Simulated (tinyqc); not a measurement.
Worked calculation: geometry optimisation on the UHF/6-31g surface (energies and gradients from PySCF), for H2, spin multiplicity 3. The optimisation ends on separated fragments, where the gradient is small because the surface is flat. Computed by tinyqc, a small Python program that keeps every step (integrals from PySCF). Settings: charge = 0, multiplicity = 3, basis = 6-31g, optimiser = bfgs, first Hessian = 0.3, largest step = 0.5, iteration cap = 30. Command: `OMP_NUM_THREADS=1 python tinyqc.py 30744 30745 out.jsonl` (the two numbers bound the seeds that draw the settings). One thread of a shared host (Intel(R) Xeon(R) Processor @ 2.60GHz), about 0.6 s of CPU time with the checks.

## Step 1: energy and gradient

positions at the start (bohr), order 1H, 2H:
$$\begin{pmatrix}
0.000000 & 0.000000 & 0.000000 \\
0.000000 & 0.000000 & 1.222653
\end{pmatrix}$$

Self-consistent energy and analytic gradient at these positions.

energy = -0.69212994 hartree

gradient (hartree/bohr), order 1H, 2H:
$$\begin{pmatrix}
0.00000000 & 0.00000000 & 0.41863104 \\
0.00000000 & 0.00000000 & -0.41863104
\end{pmatrix}$$

## Step 1: move

Quasi-Newton step p = -H^(-1) g (first H = 0.3 times the unit matrix); steps longer than 0.5 bohr are cut back (factor 0.253 here).

positions after step 1 (bohr), order 1H, 2H:
$$\begin{pmatrix}
0.000000 & 0.000000 & -0.353553 \\
0.000000 & 0.000000 & 1.576206
\end{pmatrix}$$

## Step 2: energy and gradient

As before.

energy = -0.87240700 hartree

gradient (hartree/bohr), order 1H, 2H:
$$\begin{pmatrix}
0.00000000 & 0.00000000 & 0.15421013 \\
0.00000000 & 0.00000000 & -0.15421013
\end{pmatrix}$$

## Step 2: move

inverse Hessian in use (bohr^2/hartree):
$$\begin{pmatrix}
3.333333 & 0.000000 & 0.000000 & 0.000000 & 0.000000 & 0.000000 \\
0.000000 & 3.333333 & 0.000000 & 0.000000 & 0.000000 & 0.000000 \\
0.000000 & 0.000000 & 2.335209 & 0.000000 & 0.000000 & 0.998124 \\
0.000000 & 0.000000 & 0.000000 & 3.333333 & 0.000000 & 0.000000 \\
0.000000 & 0.000000 & 0.000000 & 0.000000 & 3.333333 & 0.000000 \\
0.000000 & 0.000000 & 0.998124 & 0.000000 & 0.000000 & 2.335209
\end{pmatrix}$$

Quasi-Newton step p = -H^(-1) g (the inverse Hessian comes from BFGS updates; coordinates in the order x, y, z of each atom); steps longer than 0.5 bohr are cut back.

positions after step 2 (bohr), order 1H, 2H:
$$\begin{pmatrix}
0.000000 & 0.000000 & -0.559746 \\
0.000000 & 0.000000 & 1.782398
\end{pmatrix}$$

## Step 3: energy and gradient

As before.

energy = -0.92270821 hartree

gradient (hartree/bohr), order 1H, 2H:
$$\begin{pmatrix}
0.00000000 & 0.00000000 & 0.09465805 \\
0.00000000 & 0.00000000 & -0.09465805
\end{pmatrix}$$

## Step 3: move

inverse Hessian in use (bohr^2/hartree):
$$\begin{pmatrix}
3.333333 & 0.000000 & 0.000000 & 0.000000 & 0.000000 & 0.000000 \\
0.000000 & 3.333333 & 0.000000 & 0.000000 & 0.000000 & 0.000000 \\
0.000000 & 0.000000 & 3.397859 & 0.000000 & 0.000000 & -0.064525 \\
0.000000 & 0.000000 & 0.000000 & 3.333333 & 0.000000 & 0.000000 \\
0.000000 & 0.000000 & 0.000000 & 0.000000 & 3.333333 & 0.000000 \\
0.000000 & 0.000000 & -0.064525 & 0.000000 & 0.000000 & 3.397859
\end{pmatrix}$$

As before.

positions after step 3 (bohr), order 1H, 2H:
$$\begin{pmatrix}
0.000000 & 0.000000 & -0.887488 \\
0.000000 & 0.000000 & 2.110141
\end{pmatrix}$$

## Convergence

Stop when the largest gradient component is below 3e-5 hartree/bohr. The inverse Hessian follows the BFGS update with s = step, y = change of gradient.

Course of the optimisation:
```
step  E (hartree)  largest gradient (hartree/bohr)
1     -0.69212994                         4.19e-01
2     -0.87240700                         1.54e-01
3     -0.92270821                         9.47e-02
4     -0.96557506                         4.24e-02
5     -0.98187850                         2.11e-02
6     -0.98974480                         1.01e-02
7     -0.99328370                         4.99e-03
8     -0.99497108                         2.45e-03
9     -0.99577358                         1.21e-03
10    -0.99615378                         5.86e-04
11    -0.99632845                         2.82e-04
12    -0.99640623                         1.35e-04
13    -0.99644018                         6.42e-05
14    -0.99645489                         3.06e-05
15    -0.99646124                         1.45e-05
```

Final distances (angstrom):
```
pair   distance
2H-1H  4.067371
```

Converged in 15 steps.
